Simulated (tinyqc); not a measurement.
## MOS structure on a p-type body with a surface-enhanced doping, non-linear Poisson equation by Newton steps: effect of the extra acceptor density at the surface on threshold, swing and body effect

One dimension, insulator interface at x = 0, acceptor density Na + N0 exp(-x/Ls), net doping C = -(acceptor density). psi is counted from the intrinsic level: n = ni exp((psi - Vb)/Vt), p = ni exp(-psi/Vt); deep in the body psi_b = -Vt ln(Na/ni). The gate acts through Cox = eps0 eox/tox and has the potential psi_G = Vg - (phiM - chi - Vt ln(Nc/ni)). Boltzmann statistics, full ionisation, classical densities, no oxide or interface charge.

ni = sqrt(Nc Nv) exp(-Eg/(2 Vt)), Eg in volts. The Poisson equation d/dx(eps0 eps_r dpsi/dx) = -q (p - n + C), with eps0 eps_r dpsi/dx = -Cox (psi_G - psi_0) at x = 0, is solved on a mesh of about 600 nodes or more. N_inv is the integral of n less its value deep in the body. VT is the Vg at which N_inv = 2e11 cm^-2. m = 1/(dpsi_0/dVg) at N_inv = 1e8 cm^-2; the swing is the Vg between N_inv = 1e8 and 1e9 cm^-2; body coefficient [VT(Vb + 0.05 V) - VT(Vb)]/0.05 V - 1.

Inputs (values chosen for the exercise); band and dielectric values close to those of silicon:
- T = 300 K (temperature)
- Eg = 1.14 eV (band gap)
- eps_r = 11.5 (relative permittivity)
- Nc = 2.78e19 cm^-3 (conduction-band density of states at T)
- Nv = 2.6e19 cm^-3 (valence-band density of states at T)
- chi = 4.11 eV (electron affinity)
- Na = 1.5e16 cm^-3 (acceptor density deep in the body)
- eox = 3.9 (relative permittivity of the gate insulator (close to silicon dioxide))
- tox = 4.4 nm (insulator thickness)
- phiM = 4.36 eV (gate work function)
- Vb = 0 V (electron quasi-Fermi potential against the body)
- Ls = 90 nm (decay length)

Constants: q = 1.602176634e-19 C, kB = 1.380649e-23 J/K, Vt = kB T/q, eps0 = 8.8541878128e-14 F/cm where lengths are in cm. Results are converted to the units shown.

Result of one run:

| N0 (cm^-3) | VT (V) | psi_0 - psi_b at VT (V) | m - 1 | swing (mV/decade) | body coefficient |
|---|---|---|---|---|---|
| 3.5e16 | 0.323 | 0.857 | 0.0730 | 65.0 | 0.0721 |

What becomes of these results when the extra acceptor density at the surface N0 is changed from 3.5e16 to 3.5e17 cm^-3, all else the same?

Result of the changed run:

| N0 (cm^-3) | VT (V) | psi_0 - psi_b at VT (V) | m - 1 | swing (mV/decade) | body coefficient |
|---|---|---|---|---|---|
| 3.5e17 | 0.603 | 0.883 | 0.207 | 72.9 | 0.189 |

The whole series:

| N0 (cm^-3) | VT (V) | psi_0 - psi_b at VT (V) | m - 1 | swing (mV/decade) | body coefficient |
|---|---|---|---|---|---|
| 3.5e16 | 0.323 | 0.857 | 0.0730 | 65.0 | 0.0721 |
| 5.1e16 | 0.344 | 0.860 | 0.0810 | 65.4 | 0.0779 |
| 7.5e16 | 0.374 | 0.864 | 0.0933 | 66.1 | 0.0876 |
| 1.1e17 | 0.412 | 0.868 | 0.111 | 67.2 | 0.102 |
| 1.6e17 | 0.461 | 0.873 | 0.135 | 68.6 | 0.123 |
| 2.4e17 | 0.527 | 0.878 | 0.168 | 70.5 | 0.153 |
| 3.5e17 | 0.603 | 0.883 | 0.207 | 72.9 | 0.189 |

As N0 goes from 3.5e16 to 3.5e17, VT rises from 0.323 to 0.603 V, the swing rises from 65.0 to 72.9 mV/decade and the body coefficient rises from 0.0721 to 0.189. The swing stays within 1.8 % of m Vt ln 10, and the body coefficient within 0.019 of m - 1.

Computed by the program tinyqc: `OMP_NUM_THREADS=1 python tinyqc.py 2080149 2080150 out.jsonl`, one thread of a shared Intel Xeon 2.30GHz, about 0.4 s for the whole run.
